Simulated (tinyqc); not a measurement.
What moves the results: thin-film optics by transfer matrices. A value that a table varies takes the place of the one given here.

Indices N = n + i k. Snell: N0 sin(theta) = N_j sin(theta_j), with Im(N_j cos theta_j) >= 0. Admittance y_j = N_j cos theta_j for s and N_j/cos theta_j for p. Phase delta_j = 2 pi N_j cos theta_j d_j/lambda. Layer matrix [[cos delta, -i sin delta/y], [-i y sin delta, cos delta]], multiplied from the top down to M. (B, C) = M (1, y_sub); r = (y0 B - C)/(y0 B + C), R = |r|^2, T = 4 Re y0 Re y_sub/|y0 B + C|^2, absorbed in the films 1 - R - T.

Ellipsometry: rho = tan(Psi) exp(i Delta) = -conj(r_p/r_s) with the r of the admittance formula, Delta in 0 to 360 degrees, so that a bare dielectric at small angles gives Delta = 180.

Values chosen for the exercise (indices near those of SiO2 on Si; the results hold for these values, not for the real material): lam = 365 nm (vacuum wavelength); n0 = 1 (ambient index); n = (1.467, 6.584) (n of SiO2, substrate); k = (0, 2.775) (k in the same order); d = (3.4) nm (thicknesses, top first); theta = 60 degrees (angle of incidence); pol = p (polarisation).

## Swing curve: thickness of the top film

The first entry of d takes the values listed.

Stack:
```
d_1 (nm)       R       T  absorbed
3.4       0.3553  0.6447    0.0000
29.1      0.3849  0.6151    0.0000
54.8      0.4180  0.5820    0.0000
80.5      0.4238  0.5762    0.0000
106.2     0.3979  0.6021    0.0000
131.8     0.3626  0.6374    0.0000
157.5     0.3553  0.6447    0.0000
183.2     0.3849  0.6151    0.0000
208.9     0.4179  0.5821    0.0000
234.6     0.4238  0.5762    0.0000
260.3     0.3979  0.6021    0.0000
286.0     0.3625  0.6375    0.0000
311.7     0.3553  0.6447    0.0000
```

What can be read from the table?

R swings between 0.3553 and 0.4238 on these points. The period is lambda/(2 Re(N_1 cos theta_1)) = 154.1 nm, six rows. The film does not absorb, so the swing repeats exactly. The swing ratio (max - min)/mean is 0.18.

## Angle of incidence

Both polarisations.

Stack:
```
theta (degrees)     R_s     R_p    Psi   Delta
0                0.5927  0.5927  45.00  180.00
15               0.6033  0.5820  44.49  179.32
30               0.6356  0.5473  42.86  177.16
45               0.6906  0.4790  39.79  172.98
55               0.7406  0.4047  36.47  168.20
60               0.7697  0.3553  34.19  164.66
65               0.8015  0.2957  31.27  159.67
70               0.8360  0.2253  27.44  151.90
75               0.8732  0.1484  22.40  137.57
80               0.9131  0.0889  17.33  104.01
85               0.9554  0.1619  22.38   42.60
```

What does this show?

R_s and R_p agree at normal incidence (0.5927). R_p is lowest at 80 degrees of those listed (0.0889), where R_s = 0.9131; the top face alone would stop reflecting p light at arctan(n/n0) = 55.7 degrees, while the layers and the substrate below set where the minimum falls. R_s rises steadily with the angle.

## Sensitivity of the reflectance

R for both polarisations. Each row changes one parameter from the base and keeps the others.

Results:
```
case                   R_s     R_p     T_s
base                0.7697  0.3553  0.2303
d = (8.4) nm        0.7633  0.3588  0.2367
n = (1.496, 6.584)  0.7695  0.3552  0.2305
k = (0, 3.062)      0.7762  0.3681  0.2238
lam = 370 nm        0.7697  0.3553  0.2303
theta = 65 degrees  0.8015  0.2957  0.1985
```

How do the results move?

The largest shifts from the base row, up to three for each result and ties (the steps differ in size, so this ranks the rows, not the parameters). R_s: theta +0.0318, k +0.0065, d -0.0063; unchanged at the printed digits by lam. R_p: theta -0.0596, k +0.0128, d +0.0035; unchanged at the printed digits by lam. T_s: theta -0.0318, k -0.0065, d +0.0063; unchanged at the printed digits by lam.

Run: tinyqc, `OMP_NUM_THREADS=1 python tinyqc.py 1652462 1652463 out.jsonl`; Intel(R) Xeon(R) Processor @ 2.30GHz, one thread, shared host; about 0.02 s of CPU time with all checks.
